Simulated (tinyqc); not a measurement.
Double-gate transistor below threshold, two-dimensional Poisson equation on a small mesh: two steps of the calculation.

Half of a symmetric double-gate structure: row 0 is the mid-plane of the body, where the normal field vanishes. Mobile charge is neglected (subthreshold), the body is fully depleted, and potentials are counted from the intrinsic level; rows run upward to the gate, columns from source to drain.

Values chosen for this exercise; semiconductor permittivity close to that of silicon: relative permittivity of the semiconductor eps_r = 11.8; relative permittivity of the insulator eox = 22; half the body thickness tb = 8 nm; insulator thickness tox = 6.2 nm; channel length L = 54 nm; acceptor density of the depleted body Na = 2.5e18 cm^-3.

Constants: q = 1.602176634e-19 C, eps0 = 8.8541878128e-14 F/cm where lengths are in cm. Results are converted to the units shown.

Problem 1. Coefficients of the five-point equations. Mesh: rows i = 0..2 in the semiconductor (step hs = tb/2, row 2 on the interface), then 1 step(s) ho = tox/1 up to the gate row 3; columns j = 0..5 (step hy = L/5). Box integration, divided by eps0: up_i = eps hy/h of the interval above row i, dn_i = that of the interval below (0 for row 0), lat_i = (sum of eps h/2 over the intervals above and below)/hy, s_i = -q Na w_i hy/eps0 with w_i the semiconductor height of the box (hs/2 for row 0 and the interface row, hs between, 0 in the insulator). Each free node obeys (up + dn + 2 lat) psi = up psi(above) + dn psi(below) + lat [psi(left) + psi(right)] + s.

Find: up; dn; lat; s.

Solution 1.

```
row     up     dn    lat    s (V)
0    31.86      0  2.185  -0.9771
1    31.86  31.86  4.370   -1.954
2    38.32  31.86  8.500  -0.9771
```

Problem 2. Gauss-Seidel sweep. Free nodes: rows 0..2, columns 1..4, taken row by row from row 0, left to right. t = (up psi(above) + dn psi(below) + lat [psi(left) + psi(right)] + s)/(up + dn + 2 lat), with the newest neighbours; psi(new) = t.

psi after iteration 1 (V):
```
               j=0          j=1          j=2          j=3          j=4          j=5
row 0   0.47000000   0.54302989   0.64140323   0.74130512   0.84129920   0.97000000
row 1   0.47000000   0.53117151   0.62811440   0.72788687   0.82787055   0.97000000
row 2   0.47000000   0.27646674   0.30277438   0.35154979   0.40259291   0.97000000
row 3  -0.04000000  -0.04000000  -0.04000000  -0.04000000  -0.04000000  -0.04000000
```

```
row         up     dn        lat        s (V)
0        31.86      0  2.1851852  -0.97713692
1        31.86  31.86  4.3703704   -1.9542738
2    38.322581  31.86        8.5  -0.97713692
```

Find: psi after iteration 2.

Solution 2.

psi after iteration 2 (V):
```
            j=0       j=1       j=2       j=3       j=4       j=5
row 0   0.47000   0.50716   0.60068   0.70008   0.80177   0.97000
row 1   0.47000   0.38381   0.43732   0.51173   0.59194   0.97000
row 2   0.47000   0.18681   0.18351   0.21536   0.30310   0.97000
row 3  -0.04000  -0.04000  -0.04000  -0.04000  -0.04000  -0.04000
```

Program tinyqc, `OMP_NUM_THREADS=1 python tinyqc.py 2480133 2480134 out.jsonl`; Intel Xeon 2.30GHz, shared host, one thread, about 0.2 s.
